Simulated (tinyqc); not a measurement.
Worked calculation: RHF in the 6-311g basis, for H2, spin multiplicity 1. One step of it, computed by the program tinyqc.

Problem. Iteration 2: building the Fock matrix. J_ij = sum D_kl (ij|kl), K_ij = sum D_kl (ik|jl); F = H + J - 0.5 K; E = tr D H + tr D J / 2 - 0.25 tr D K + E_nn.

D after iteration 1, lower triangle:
```
          1H 1s     1H 2s     1H 3s     2H 1s     2H 2s     2H 3s
1H 1s  0.071464
1H 2s  0.121750  0.207419
1H 3s  0.040278  0.068619  0.022701
2H 1s  0.071464  0.121750  0.040278  0.071464
2H 2s  0.121750  0.207419  0.068619  0.121750  0.207419
2H 3s  0.040278  0.068619  0.022701  0.040278  0.068619  0.022701
```

core Hamiltonian H = T + V (hartree), lower triangle:
```
           1H 1s      1H 2s      1H 3s      2H 1s      2H 2s      2H 3s
1H 1s  -0.466042
1H 2s  -0.973873  -1.026812
1H 3s  -0.651544  -0.834916  -0.798631
2H 1s  -0.540335  -0.683152  -0.547708  -0.466042
2H 2s  -0.683152  -0.860561  -0.750577  -0.973873  -1.026812
2H 3s  -0.547708  -0.750577  -0.748422  -0.651544  -0.834916  -0.798631
```

Two-electron integrals (ij|kl) in chemists' order, unique and non-zero (hartree):
```
(11|11) 1.393035   (21|11) 0.822971   (21|21) 0.509703   (22|11) 0.822904
(22|21) 0.543028   (22|22) 0.644106   (31|11) 0.411256   (31|21) 0.257757
(31|22) 0.279868   (31|31) 0.130794   (32|11) 0.543681   (32|21) 0.365771
(32|22) 0.452669   (32|31) 0.189803   (32|32) 0.325140   (33|11) 0.494021
(33|21) 0.340115   (33|22) 0.445993   (33|31) 0.178035   (33|32) 0.331779
(33|33) 0.361682   (41|11) 0.227294   (41|21) 0.144803   (41|22) 0.160538
(41|31) 0.073781   (41|32) 0.109498   (41|33) 0.103339   (41|41) 0.058841
(42|11) 0.294884   (42|21) 0.198677   (42|22) 0.243394   (42|31) 0.103027
(42|32) 0.172859   (42|33) 0.172253   (42|41) 0.088270   (42|42) 0.153703
(43|11) 0.201549   (43|21) 0.137611   (43|22) 0.173880   (43|31) 0.071714
(43|32) 0.125460   (43|33) 0.128088   (43|41) 0.061702   (43|42) 0.112792
(43|43) 0.084494   (44|11) 0.651228   (44|21) 0.451070   (44|22) 0.581556
(44|31) 0.236077   (44|32) 0.421254   (44|33) 0.430149   (44|41) 0.227294
(44|42) 0.437670   (44|43) 0.329219   (44|44) 1.393035   (51|11) 0.437670
(51|21) 0.273232   (51|22) 0.294736   (51|31) 0.138485   (51|32) 0.199398
(51|33) 0.186440   (51|41) 0.088270   (51|42) 0.125066   (51|43) 0.086959
(51|44) 0.294884   (51|51) 0.153703   (52|11) 0.513144   (52|21) 0.342704
(52|22) 0.416888   (52|31) 0.177357   (52|32) 0.296613   (52|33) 0.297835
(52|41) 0.121187   (52|42) 0.199326   (52|43) 0.145776   (52|44) 0.513144
(52|51) 0.199326   (52|52) 0.304732   (53|11) 0.389245   (53|21) 0.265424
(53|22) 0.339150   (53|31) 0.138417   (53|32) 0.248026   (53|33) 0.261146
(53|41) 0.096064   (53|42) 0.168362   (53|43) 0.126686   (53|44) 0.447025
(53|51) 0.155844   (53|52) 0.256773   (53|53) 0.227107   (54|11) 0.451070
(54|21) 0.310506   (54|22) 0.398576   (54|31) 0.162264   (54|32) 0.289481
(54|33) 0.298084   (54|41) 0.144803   (54|42) 0.273232   (54|43) 0.206530
(54|44) 0.822971   (54|51) 0.198677   (54|52) 0.342704   (54|53) 0.301196
(54|54) 0.509703   (55|11) 0.581556   (55|21) 0.398576   (55|22) 0.513899
(55|31) 0.208197   (55|32) 0.377006   (55|33) 0.397931   (55|41) 0.160538
(55|42) 0.294736   (55|43) 0.224584   (55|44) 0.822904   (55|51) 0.243394
(55|52) 0.416888   (55|53) 0.374062   (55|54) 0.543028   (55|55) 0.644106
(61|11) 0.329219   (61|21) 0.206530   (61|22) 0.224584   (61|31) 0.104828
(61|32) 0.152395   (61|33) 0.143050   (61|41) 0.061702   (61|42) 0.086959
(61|43) 0.060585   (61|44) 0.201549   (61|51) 0.112792   (61|52) 0.145776
(61|53) 0.114057   (61|54) 0.137611   (61|55) 0.173880   (61|61) 0.084494
(62|11) 0.447025   (62|21) 0.301196   (62|22) 0.374062   (62|31) 0.156380
(62|32) 0.269198   (62|33) 0.275602   (62|41) 0.096064   (62|42) 0.155844
(62|43) 0.114057   (62|44) 0.389245   (62|51) 0.168362   (62|52) 0.256773
(62|53) 0.217402   (62|54) 0.265424   (62|55) 0.339150   (62|61) 0.126686
(62|62) 0.227107   (63|11) 0.423440   (63|21) 0.292043   (63|22) 0.384814
(63|31) 0.152979   (63|32) 0.287198   (63|33) 0.315217   (63|41) 0.095160
(63|42) 0.164653   (63|43) 0.124172   (63|44) 0.423440   (63|51) 0.164653
(63|52) 0.272624   (63|53) 0.244662   (63|54) 0.292043   (63|55) 0.384814
(63|61) 0.124172   (63|62) 0.244662   (63|63) 0.285653   (64|11) 0.236077
(64|21) 0.162264   (64|22) 0.208197   (64|31) 0.084770   (64|32) 0.151401
(64|33) 0.156436   (64|41) 0.073781   (64|42) 0.138485   (64|43) 0.104828
(64|44) 0.411256   (64|51) 0.103027   (64|52) 0.177357   (64|53) 0.156380
(64|54) 0.257757   (64|55) 0.279868   (64|61) 0.071714   (64|62) 0.138417
(64|63) 0.152979   (64|64) 0.130794   (65|11) 0.421254   (65|21) 0.289481
(65|22) 0.377006   (65|31) 0.151401   (65|32) 0.278830   (65|33) 0.299633
(65|41) 0.109498   (65|42) 0.199398   (65|43) 0.152395   (65|44) 0.543681
(65|51) 0.172859   (65|52) 0.296613   (65|53) 0.269198   (65|54) 0.365771
(65|55) 0.452669   (65|61) 0.125460   (65|62) 0.248026   (65|63) 0.287198
(65|64) 0.189803   (65|65) 0.325140   (66|11) 0.430149   (66|21) 0.298084
(66|22) 0.397931   (66|31) 0.156436   (66|32) 0.299633   (66|33) 0.335137
(66|41) 0.103339   (66|42) 0.186440   (66|43) 0.143050   (66|44) 0.494021
(66|51) 0.172253   (66|52) 0.297835   (66|53) 0.275602   (66|54) 0.340115
(66|55) 0.445993   (66|61) 0.128088   (66|62) 0.261146   (66|63) 0.315217
(66|64) 0.178035   (66|65) 0.331779   (66|66) 0.361682
```

nuclear repulsion = 0.65982196 hartree

Give: Coulomb J; exchange K; Fock matrix F; total energy of this density.

Solution.

Coulomb J (hartree), lower triangle:
```
       1H 1s  1H 2s  1H 3s  2H 1s  2H 2s  2H 3s
1H 1s  1.554
1H 2s  1.021  1.217
1H 3s  0.526  0.861  0.861
2H 1s  0.359  0.589  0.431  1.554
2H 2s  0.589  0.884  0.743  1.021  1.217
2H 3s  0.431  0.743  0.787  0.526  0.861  0.861
```

exchange K (hartree), lower triangle:
```
       1H 1s  1H 2s  1H 3s  2H 1s  2H 2s  2H 3s
1H 1s  0.929
1H 2s  0.931  1.063
1H 3s  0.654  0.793  0.615
2H 1s  0.614  0.791  0.616  0.929
2H 2s  0.791  0.985  0.769  0.931  1.063
2H 3s  0.616  0.769  0.607  0.654  0.793  0.615
```

Fock matrix F (hartree), lower triangle:
```
        1H 1s   1H 2s   1H 3s   2H 1s   2H 2s   2H 3s
1H 1s   0.623
1H 2s  -0.419  -0.342
1H 3s  -0.452  -0.370  -0.245
2H 1s  -0.489  -0.490  -0.425   0.623
2H 2s  -0.490  -0.469  -0.392  -0.419  -0.342
2H 3s  -0.425  -0.392  -0.265  -0.452  -0.370  -0.245
```

total energy of this density = -1.12308 hartree
